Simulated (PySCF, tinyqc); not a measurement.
Ways to converge the cycle: SCF convergence aids in the 3-21g basis, for H2, spin multiplicity 1. Computed by the program tinyqc with PySCF. 

Geometry (angstrom):
```
atom       x       y       z
H     0.0000  0.0000  0.0000
H     0.0000  0.0000  1.2840
```

lowest restricted solution found by these runs and by PySCF = -1.034780 hartree

RHF with one setting changed at a time; a run stops when the energy changes by less than 1e-09 hartree and the error matrix is below 1e-5. The start is random orbitals. Damping d keeps d of the old density; a shift (hartree) raises the virtual levels; DIIS n extrapolates F over n matrices.

Largest element of the error matrix X^T (FDS - SDF) X:
```
iteration    plain  damping 0.3  damping 0.6  shift 0.4   DIIS 3   DIIS 8
1          5.2e-01      5.2e-01      5.2e-01    5.2e-01  5.2e-01  5.2e-01
2          9.4e-02      1.5e-01      3.0e-01    1.7e-01  9.4e-02  9.4e-02
3          8.5e-03      5.9e-02      1.8e-01    5.6e-02  4.5e-03  4.5e-03
4          1.6e-02      3.3e-02      1.0e-01    3.2e-02  1.6e-02  1.6e-02
5          1.4e-01      4.3e-02      6.7e-02    2.9e-02  1.4e-02  7.2e-03
6          8.4e-02      1.3e-01      6.9e-02    4.5e-02  6.3e-03  6.1e-03
8          4.0e-03      3.2e-02      8.9e-02    1.2e-01  3.4e-03  3.0e-04
10         2.0e-04      6.6e-03      4.6e-02    2.2e-01  8.5e-04  2.8e-05
14               -      2.8e-04      1.0e-02    2.2e-02  1.0e-07        -
20               -      2.6e-06      1.1e-03    3.0e-04        -        -
30               -            -      2.6e-05          -        -        -
45               -            -      1.0e-07          -        -        -
```

How each run ends:
```
run          iterations  E (hartree)         state
plain                13     -1.03478  lowest found
damping 0.3          24     -1.03478  lowest found
damping 0.6          46     -1.03478  lowest found
shift 0.4            25     -1.03478  lowest found
DIIS 3               14     -0.47874        higher
DIIS 8               12     -0.47874        higher
```

4 of 6 runs reach the lowest restricted solution found, in 13 to 46 iterations (fastest: plain). Ending on a higher stationary point: DIIS 3, DIIS 8; a small error matrix cannot reveal that, and an occupation fixed by the start is kept by symmetry or by the shape of the basin. Plain steps already contract here, so damping only slows them. DIIS minimises the error, not the energy, so it can stall or settle near a saddle, and its small system turns near-singular when few rotations are active. The restricted reference is unstable here: a spin-polarised solution lies 0.0029 hartree lower (PySCF), so results built on it describe a poor reference.
